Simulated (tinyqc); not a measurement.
# Undoped symmetric double-gate MOSFET, analytic potential model: two studies

An undoped body of thickness ts between two equal insulators and tied gates; long channel, electrons only, n = ni exp((psi - V)/Vt) with V the quasi-Fermi potential (0 at the source, Vd at the drain), constant mobility, no quantisation. Across the body psi(x) = V - 2 Vt ln[(ts/(2 beta)) sqrt(q ni/(2 eps0 eps_r Vt)) cos(2 beta x/ts)], x from the centre. Q is the electron charge per area of the whole body.

Values chosen for this exercise; material values those of a made-up semiconductor:
- T = 300 K (temperature)
- Eg = 1.11 eV (band gap)
- eps_r = 9.85 (relative permittivity of the semiconductor)
- Nc = 3.4e19 cm^-3 (conduction-band density of states at T)
- Nv = 2e19 cm^-3 (valence-band density of states at T)
- eox = 7.7 (relative permittivity of the gate insulator)
- tox = 4 nm (insulator thickness)
- ts = 10 nm (body thickness)
- dphi = 0.12 V (gate work function less that of the intrinsic body)
- mu = 250 cm^2/(V s) (channel mobility)
- L = 0.2 um (gate length)
- Vd = 0.05 V (drain voltage)

Constants: q = 1.602176634e-19 C, kB = 1.380649e-23 J/K, Vt = kB T/q, eps0 = 8.8541878128e-14 F/cm where lengths are in cm. Results are converted to the units shown.

Each table varies one quantity; the others keep the values above.

## Effect of the insulator thickness

ni = sqrt(Nc Nv) exp(-Eg/(2 Vt)), Eg in volts; r = eps_r tox/(eox ts); V0 = dphi + 2 Vt ln[(2/ts) sqrt(2 eps0 eps_r Vt/(q ni))]. beta (between 0 and pi/2) solves (Vg - V0 - V)/(2 Vt) = ln(beta) - ln(cos beta) + 2 r beta tan(beta). Q = 8 eps0 eps_r Vt beta tan(beta)/ts; I = mu (1/L)(4 eps0 eps_r/ts)(2 Vt)^2 [g(beta_s) - g(beta_d)] per width, g = beta tan(beta) - beta^2/2 + r beta^2 tan^2(beta), with beta_s at V = 0 and beta_d at V = Vd.  I(low) is taken at Vg = 0.34 V, Qs and I(high) at Vg = 1.09 V.

The same in every row: V0 (V) = 0.5938.

Effect of the insulator thickness:
```
tox (nm)  I(low) (nA/um)  Qs(high) (nC/cm^2)  I(high) (uA/um)
1.3               0.2721                3583            209.7
1.9               0.2721                2573            151.1
2.8               0.2721                1831            107.7
4                 0.2721                1336            78.78
5.8               0.2721               959.8            56.72
8.3               0.2721               696.2            41.22
12                0.2721               499.2            29.60
```

Read the table: what changes, and by how much?

As tox goes from 1.3 to 12 nm, I(low) stays near 0.272 nA/um and I(high) falls from 210 to 29.6 uA/um. On average I(low) is independent of tox and I(high) goes as tox^(-0.88). Below threshold no voltage drops over the insulator in this long-channel model, so its thickness does not matter there. For tox = 1.3 to 8.3 nm the surface density at the source at the higher gate voltage passes 0.3 Nc, where Boltzmann statistics fail.

## Effect of the gate work function less that of the intrinsic body

Same model as above.

Effect of the gate work function less that of the intrinsic body:
```
dphi (V)  V0 (V)  I(low) (nA/um)  Qs(high) (nC/cm^2)  I(high) (uA/um)
-0.03     0.4438           87.69                1796            107.4
0.02      0.4938           12.97                1641            97.77
0.07      0.5438           1.882                1488            88.22
0.12      0.5938          0.2721                1336            78.78
0.17      0.6438         0.03934                1186            69.46
0.22      0.6938        0.005687                1038            60.30
0.27      0.7438        8.221e-4               892.5            51.33
```

As dphi goes from -0.03 to 0.27 V, I(low) falls from 87.7 to 8.22e-4 nA/um and I(high) falls from 107 to 51.3 uA/um. V0 rises from 0.444 to 0.744 V. In every row the surface density at the source at the higher gate voltage passes 0.3 Nc, where Boltzmann statistics fail.

Computed by the program tinyqc: `OMP_NUM_THREADS=1 python tinyqc.py 2440137 2440138 out.jsonl`, one thread of a shared Intel Xeon 2.30GHz, about 0.03 s for the whole run.
